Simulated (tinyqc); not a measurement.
Inside a calculation. Model: longitudinal sound in a periodic multilayer: transfer matrices, stop bands and folded phonons. Computed by tinyqc, a small Python program that keeps every step. Command: `OMP_NUM_THREADS=1 python tinyqc.py 3021585 3021586 out.jsonl multilayer walk`. One thread of a shared host (Intel(R) Xeon(R) Processor @ 2.30GHz), about 0.01 s of CPU time with the checks. Intermediate numbers are printed to about 5 digits and carried at full precision; extremes and crossings named in words are read from the listed rows.

Layers 1 and 2 repeat with period d = d_1 + d_2; waves travel normal to the layers, without loss. State vector (u, s): displacement u and stress divided by omega. Impedances Z = rho v are in 1e6 kg/(m^2 s).

Inputs (values chosen for the exercise, modelled on silica (layer 1), titanium nitride (layer 2) and silica (substrate)):
```
quantity            value    unit
density rho_1        2.21  g/cm^3
velocity v_1         6070     m/s
thickness d_1         243      nm
density rho_2        5.33  g/cm^3
velocity v_2        10300     m/s
thickness d_2         153      nm
substrate density     2.2  g/cm^3
substrate velocity   5970     m/s
periods N               8       -
frequency f          7.93     GHz
```

## Impedances, mean velocity and Bragg frequency

Z = rho v; interface reflection r = (Z_2 - Z_1)/(Z_2 + Z_1) (stress amplitude, from 1 into 2); Bragg frequency f_B = 1/[2 (d_1/v_1 + d_2/v_2)]; long-wave velocity v_eff = d/sqrt[(d_1/v_1)^2 + (d_2/v_2)^2 + (Z_1/Z_2 + Z_2/Z_1)(d_1/v_1)(d_2/v_2)].

Z_1 = 13.4147

Z_2 = 54.899

Z of the substrate = 13.134

interface reflection r = 0.60726

Bragg frequency f_B = 9.1096 GHz

long-wave velocity v_eff = 5968.4 m/s

## Transfer matrix of one period

A layer maps (u, s) by [[cos p, sin p/Z], [-Z sin p, cos p]], p = 2 pi f d_i/v_i; one period is M = M_2 M_1, and cos(q d) = trace(M)/2.

phase p_1 = 1.9947 rad

phase p_2 = 0.74013 rad

M:
```
          1         2
1  -0.45389  0.045119
2    6.1987   -2.8193
```

trace(M)/2 = -1.6366

|trace/2| > 1: f lies in a stop band, and the amplitude falls by a factor 2.932 a period.

## Transmission through N periods

For N periods A = M^N. A wave comes from a thick layer of material 1 and leaves into the substrate (Z_s): transmitted power T = 4 Z_1 Z_s/|Z_1 A_22 + Z_s A_11 - i (Z_1 Z_s A_12 - A_21)|^2, reflected power R = 1 - T.

A = M^N:
```
        1        2
1  237.98  -95.148
2  -13072   5226.2
```

transmitted power T = 1.3107e-07

T in decibel = -68.825 dB

## The first stop band

Gap m contains m f_B; its edges, where trace(M)/2 = (-1)^m, are found by root search. Weak-contrast estimate of the width: (4 f_B/pi) |r sin(m pi a)|, a = (d_1/v_1)/(d_1/v_1 + d_2/v_2).

lower edge = 5.7655 GHz

upper edge = 11.359 GHz

width/f_B = 61.400 %

transmitted power at f_B = 8.3106e-08

Caution: so small a transmitted power at f_B holds only for perfect layers and strictly normal incidence.

## The first four gaps

The formulas are those given above.

Stop bands (GHz):
```
m  lower edge  upper edge   width  weak-contrast estimate
1       5.766      11.359  5.5933                  5.2926
2      14.780      21.944  7.1642                  6.9843
3      25.731      29.935  4.2038                  3.9241
4      35.196      37.150  1.9537                  1.8059
```

With a = 0.729, gap 2 is the widest and gap 4 the narrowest; gap m closes when m a is a whole number. The weak-contrast estimate misses the first width by -5.4 % at |r| = 0.61. Odd gaps open at the edge of the folded zone (q = pi/d), even ones at its centre.

## Mirror strength against the number of periods

The formulas are those given above.

Transmitted power:
```
N     T at f_B  T at f_B (dB)      T at f
1      0.31840        -4.9702     0.36707
2     0.040799        -13.893    0.051571
3    0.0046490        -23.326   0.0061389
4   5.2285e-04        -32.816  7.1595e-04
6   6.5925e-06        -51.810  9.6888e-06
8   8.3106e-08        -70.804  1.3107e-07
12  1.3207e-11        -108.79  2.3987e-11
16  2.0988e-15        -146.78  4.3899e-15
24  5.3004e-23        -222.76  1.4703e-22
```

At f_B each further period removes 9.50 dB at large N; 99 % reflection needs N = 3 among these rows. At f, in a stop band, T decays as well. Values below about 1e-6 belong to the ideal stack: roughness and scattering into other modes, left out here, set a floor in a real one.

Checks made by the program: trace against Rytov's formula cos p_1 cos p_2 - (1/2)(Z_1/Z_2 + Z_2/Z_1) sin p_1 sin p_2 (relative difference below 1e-10).
